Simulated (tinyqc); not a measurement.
# Tunnelling through a gate dielectric, WKB transmission and Tsu-Esaki current: effects of single changes

Electrons leave the emitter at x = 0. Energies E (motion across the layers) are in eV from the emitter Fermi level; the collector Fermi level lies at -V and offers states at every E. No charge in the dielectric and no image force: F1 = V/t1, U = phi1 - F1 x. With C = hbar^2/(2 m0), kappa = sqrt(m (U - E)/C) where U > E and 0 elsewhere; T(E) = exp(-S), S = 2 times the integral of kappa over x.

Values chosen for this exercise; dielectric values close to those of silicon dioxide: temperature T = 350 K; Fermi energy of the emitter above its band bottom Ef = 0.2 eV; emitter mass in the supply function me = 1 m0; barrier of layer 1 above the emitter Fermi level at zero bias phi1 = 3.21 eV; tunnelling mass of layer 1 m1 = 0.51 m0; thickness of layer 1 t1 = 7.1 nm; voltage across the dielectric V = 5.8 V.

Constants: q = 1.602176634e-19 C, kB = 1.380649e-23 J/K, hbar = 1.054571817e-34 J s, m0 = 9.1093837015e-31 kg, Vt = kB T/q, hbar^2/(2 m0) = 0.0380998212 eV nm^2. Results are converted to the units shown.

Each table varies one quantity; the others keep the values above.

## Effect of the barrier height

Each layer adds (2/F) sqrt(m/C) [G(u at its left edge) - G(u at its right edge)] to S, with u = U - E (0 where negative) and G(u) = (2/3) u^1.5. J = J0 times the integral of T(E) N(E) dE, N = ln[(1 + exp(-E/Vt))/(1 + exp((-E - V)/Vt))], J0 = q^2 me m0 kB T/(2 pi^2 hbar^3) (times 1e-4 for A/cm^2 per eV), from E = -Ef to far above the barrier (T = 1 there), by quadrature converged to the digits shown.

Result of one run:
```
phi1 (eV)  S at E = 0   T(E = 0)  J (A/cm^2)  mean E of the current (eV)
3.7             42.50  3.485e-19   2.809e-11                    -0.03141
```

What becomes of these results when the barrier of layer 1 above the emitter Fermi level at zero bias phi1 is changed from 3.7 to 1.6 eV, all else the same?

Result of the changed run:
```
phi1 (eV)  S at E = 0  T(E = 0)  J (A/cm^2)  mean E of the current (eV)
1.6             12.09  5.639e-6       615.5                    -0.07130
```

The whole series:
```
phi1 (eV)  S at E = 0   T(E = 0)  J (A/cm^2)  mean E of the current (eV)
1.6             12.09   5.639e-6       615.5                    -0.07130
1.9             15.64   1.614e-7       16.46                    -0.06527
2.2             19.49   3.446e-9      0.3318                    -0.05942
2.5             23.60  5.604e-11    0.005139                    -0.05369
2.8             27.98  7.062e-13    6.214e-5                    -0.04806
3.1             32.59  6.993e-15    5.943e-7                    -0.04249
3.4             37.44  5.507e-17    4.546e-9                    -0.03695
3.7             42.50  3.485e-19   2.809e-11                    -0.03141
```

J falls from 616 to 2.81e-11 A/cm^2, on average 6.35 decades for each eV, while S rises from 12.1 to 42.5, as phi1^(1.50) over the table (a flat barrier gives 0.5, a triangular one 1.5). V exceeds phi1 in every row, so all are in the Fowler-Nordheim regime.

## A Fowler-Nordheim plot

The thickness is set to t1 = 7.1 nm and V = F t1. The closed formula is J = A F^2 exp(-B/F), A = q^2 me/(16 pi^2 hbar m1 phi1) (A/V^2 with phi1 in volts), B = (4/3) sqrt(m1/C) phi1^1.5 (V/nm), C = hbar^2/(2 m0); it assumes zero temperature, a deep Fermi sea and S linear in E.

Results:
```
F (V/nm)  J (A/cm^2)  J by the formula (A/cm^2)  ln(J/F^2), F in V/cm
0.6        3.751e-13                  1.670e-13                -59.83
0.71       5.370e-10                  3.275e-10                -52.90
0.83        1.774e-7                   1.355e-7                -47.41
0.94        1.016e-5                   9.078e-6                -43.61
1.06        3.282e-4                   3.386e-4                -40.37
1.29         0.04320                    0.05620                -35.89
1.4           0.2546                     0.3656                -34.28
```

Estimate the missing row, F = 1.17 V/nm.

Computed row:
```
F (V/nm)  J (A/cm^2)  J by the formula (A/cm^2)  ln(J/F^2), F in V/cm
1.17        0.004287                   0.004968                -38.00
```

With this row back in the table: The slope of ln(J/F^2) against 1/F between the end rows is -26.83 V/nm, against B = 28.06 V/nm; read as B it gives phi1 = 3.12 eV. The integrated current is 2.25 times the formula in the first row and 30 % below it in the last. The shortfall in the last row comes from the shallow Fermi sea, which cuts off supply that the formula counts. The excess in the first row is thermal: at 20 K it is gone. In 4 of the 8 rows the field exceeds 10 MV/cm (up to 14.0), more than most dielectrics sustain; the model ignores breakdown.

## Effect of the thickness t1 at fixed voltage

Same model as above.

Effect of the thickness t1 at fixed voltage:
```
t1 (nm)  S at E = 0   T(E = 0)  J (A/cm^2)  mean E of the current (eV)
4.3           20.80  9.263e-10      0.1156                    -0.08104
5.24          25.35  9.818e-12    0.001043                    -0.06870
6.19          29.94  9.915e-14    9.207e-6                    -0.05496
7.13          34.49  1.051e-15    8.807e-8                    -0.03995
8.07          39.04  1.114e-17   8.713e-10                    -0.02319
9.01          43.58  1.181e-19   8.953e-12                   -0.004111
9.96          48.18  1.192e-21   9.160e-14                     0.01854
10.9          52.73  1.264e-23   1.036e-15                     0.04606
```

J falls from 0.116 to 1.04e-15 A/cm^2: 2.18 decades a nanometre between the first two rows and 2.07 between the last two. The exponent S alone gives dS/dt/ln 10 = 2.10 and 2.10. In 2 of the 8 rows the field exceeds 10 MV/cm (up to 13.5), more than most dielectrics sustain; the model ignores breakdown.

Computed by the program tinyqc: `OMP_NUM_THREADS=1 python tinyqc.py 2540098 2540099 out.jsonl`, one thread of a shared Intel Xeon 2.30GHz, about 0.03 s for the whole run.
